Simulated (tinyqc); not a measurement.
Inside a calculation. Method: plane-wave Kohn-Sham cycle with exchange-only LDA in a layered model solid. Computed by tinyqc, a small Python program that keeps every step. Settings: points = 16, plane-wave index or count = 2, electrons = 2, k points = 1, area = 30.0, mixing = 0.5, iteration cap = 56, Kerker q0 = 1.07. Command: `OMP_NUM_THREADS=1 python tinyqc.py 20739 20740 out.jsonl` (the two numbers bound the seeds that draw the settings). One thread of a shared host (Intel(R) Xeon(R) Processor @ 2.60GHz), about 0.02 s of CPU time with the checks. Later iterations appear only in the table of the cycle.

## Iteration 1: potential

A solid whose potential varies along x alone (atomic units):
```
parameter,value
period a,12.000000
cross-section of the cell,30.000000
electrons per cell,2
grid points,16
"plane waves -n..n, n",2
k points,1
V1 in V1 cos(2 pi x/a),-0.770000
V2 in V2 cos(4 pi x/a),-0.080000
```

density at the start, on the grid x_j = j a/N (e/bohr^3): 0.00555556  0.00555556  0.00555556  0.00555556  0.00555556  0.00555556  0.00555556  0.00555556  0.00555556  0.00555556  0.00555556  0.00555556  0.00555556  0.00555556  0.00555556  0.00555556

V_H(G) = 4 pi rho(G)/G^2 for G != 0 (uniform background); v_x = -(3 rho/pi)^(1/3); V = V_ext + V_H + v_x; Fourier components f(G_m) = (1/N) sum_j f(x_j) exp(-i G_m x_j).

Potentials on the grid (hartree):
```
x,V_ext,V_H,v_x,V
0.000000,-0.850000,0.000000,-0.174408,-1.024408
0.750000,-0.767956,0.000000,-0.174408,-0.942364
1.500000,-0.544472,0.000000,-0.174408,-0.718880
2.250000,-0.238098,0.000000,-0.174408,-0.412506
3.000000,0.080000,0.000000,-0.174408,-0.094408
3.750000,0.351235,0.000000,-0.174408,0.176827
4.500000,0.544472,0.000000,-0.174408,0.370064
5.250000,0.654819,0.000000,-0.174408,0.480411
6.000000,0.690000,0.000000,-0.174408,0.515592
6.750000,0.654819,0.000000,-0.174408,0.480411
7.500000,0.544472,0.000000,-0.174408,0.370064
8.250000,0.351235,0.000000,-0.174408,0.176827
9.000000,0.080000,0.000000,-0.174408,-0.094408
9.750000,-0.238098,0.000000,-0.174408,-0.412506
10.500000,-0.544472,0.000000,-0.174408,-0.718880
11.250000,-0.767956,0.000000,-0.174408,-0.942364
```

V(G_m), m = 0, 1, 2, ... (hartree): -0.174408  -0.385000  -0.040000  0.000000  0.000000

## Iteration 1: Hamiltonian at one k

k = 0.000000 2 pi / a

H(m,m') = (k + G_m)^2/2 delta + V(G_m - G_m'), with V(-G) = V(G).

H (hartree), lower triangle:
```
,-2,-1,+0,+1,+2
-2,0.373903
-1,-0.385000,-0.037330
+0,-0.040000,-0.385000,-0.174408
+1,0.000000,-0.040000,-0.385000,-0.037330
+2,0.000000,0.000000,-0.040000,-0.385000,0.373903
```

## Iteration 1: levels at that k

Diagonalise the Hermitian matrix.

eigenvalues (hartree): -0.756780  -0.239123  0.201815  0.615696  0.677131

## Iteration 1: new density

Motion across x is left out: the lowest 1 band(s) hold two electrons at each of the k points (j + 1/2)/nk - 1/2. Residual R = rho(out) - rho(in); rho(new) = rho(in) + 0.5 R, with R(G) scaled by G^2/(G^2 + 1.07^2) (Kerker). rho(out) = 2/(a A nk) sum |psi|^2 with psi = sum c exp(i G x). Harris energy E = band energy - dV sum rho (V_H/2 + v_x) + (3/4) dV sum rho v_x with rho(in), dV = a A/N, band energy = (2/nk) sum of the filled levels.

rho(out) (e/bohr^3): 0.02285039  0.01885887  0.01030691  0.00335050  0.00047245  0.00000475  0.00000197  0.00000811  0.00003139  0.00000811  0.00000197  0.00000475  0.00047245  0.00335050  0.01030691  0.01885887

density after iteration 1 (e/bohr^3): 0.00866316  0.00760785  0.00553721  0.00430208  0.00437308  0.00491182  0.00525581  0.00540047  0.00544909  0.00540047  0.00525581  0.00491182  0.00437308  0.00430208  0.00553721  0.00760785

energy per cell = -1.42635654 hartree

## Iteration 2: potential

As before.

Potentials on the grid (hartree):
```
x,V_ext,V_H,v_x,V
0.000000,-0.850000,0.060805,-0.202247,-0.991442
0.750000,-0.767956,0.050482,-0.193677,-0.911150
1.500000,-0.544472,0.026277,-0.174216,-0.692411
2.250000,-0.238098,0.001657,-0.160159,-0.396599
3.000000,0.080000,-0.014917,-0.161035,-0.095952
3.750000,0.351235,-0.023397,-0.167393,0.160444
4.500000,0.544472,-0.027188,-0.171213,0.346071
5.250000,0.654819,-0.028742,-0.172770,0.453307
6.000000,0.690000,-0.029148,-0.173287,0.487565
6.750000,0.654819,-0.028742,-0.172770,0.453307
7.500000,0.544472,-0.027188,-0.171213,0.346071
8.250000,0.351235,-0.023397,-0.167393,0.160444
9.000000,0.080000,-0.014917,-0.161035,-0.095952
9.750000,-0.238098,0.001657,-0.160159,-0.396599
10.500000,-0.544472,0.026277,-0.174216,-0.692411
11.250000,-0.767956,0.050482,-0.193677,-0.911150
```

V(G_m), m = 0, 1, 2, ... (hartree): -0.173529  -0.368448  -0.039093  -0.001587  -0.000194

## Iteration 2: Hamiltonian at one k

k = 0.000000 2 pi / a

As before.

H (hartree), lower triangle:
```
,-2,-1,+0,+1,+2
-2,0.374783
-1,-0.368448,-0.036451
+0,-0.039093,-0.368448,-0.173529
+1,-0.001587,-0.039093,-0.368448,-0.036451
+2,-0.000194,-0.001587,-0.039093,-0.368448,0.374783
```

## Iteration 2: levels at that k

As before.

eigenvalues (hartree): -0.727778  -0.222585  0.197081  0.600204  0.656214

## Iteration 2: new density

As before.

rho(out) (e/bohr^3): 0.02275781  0.01880764  0.01032871  0.00339881  0.00049789  0.00000729  0.00000122  0.00000848  0.00003101  0.00000848  0.00000122  0.00000729  0.00049789  0.00339881  0.01032871  0.01880764

density after iteration 2 (e/bohr^3): 0.01102685  0.00924387  0.00570090  0.00348487  0.00346031  0.00430836  0.00490850  0.00518512  0.00527817  0.00518512  0.00490850  0.00430836  0.00346031  0.00348487  0.00570090  0.00924387

energy per cell = -1.37287062 hartree

## Convergence

Stop when sqrt(dV sum R^2) is below 1e-8, dV = a A/N.

Course of the cycle:
```
iteration,E (hartree),norm of the residual
1,-1.42635654,1.48e-01
2,-1.37287062,1.27e-01
3,-1.32768260,1.10e-01
4,-1.29094875,9.70e-02
5,-1.26142507,8.58e-02
6,-1.23779892,7.63e-02
7,-1.21893083,6.82e-02
8,-1.20388131,6.10e-02
9,-1.19189012,5.47e-02
10,-1.18234676,4.91e-02
11,-1.17476205,4.41e-02
...,...,...
46,-1.14718163,1.05e-03
47,-1.14718663,9.45e-04
48,-1.14719110,8.49e-04
49,-1.14719506,7.64e-04
50,-1.14719855,6.87e-04
51,-1.14720161,6.18e-04
52,-1.14720428,5.56e-04
53,-1.14720661,5.00e-04
54,-1.14720863,4.50e-04
55,-1.14721037,4.05e-04
56,-1.14721186,3.64e-04
```

Not converged within 56 iterations: the residual falls steadily but slowly, by a factor of about 0.90 a step. Reruns (cap 100 unless said): mixing 0.1: not converged; mixing 0.5, Kerker q0 1.0: not converged; mixing 0.3, Pulay depth 5: converged in 11 (E = -1.14722); the original settings with a cap of 400: converged in 157 (E = -1.14722).
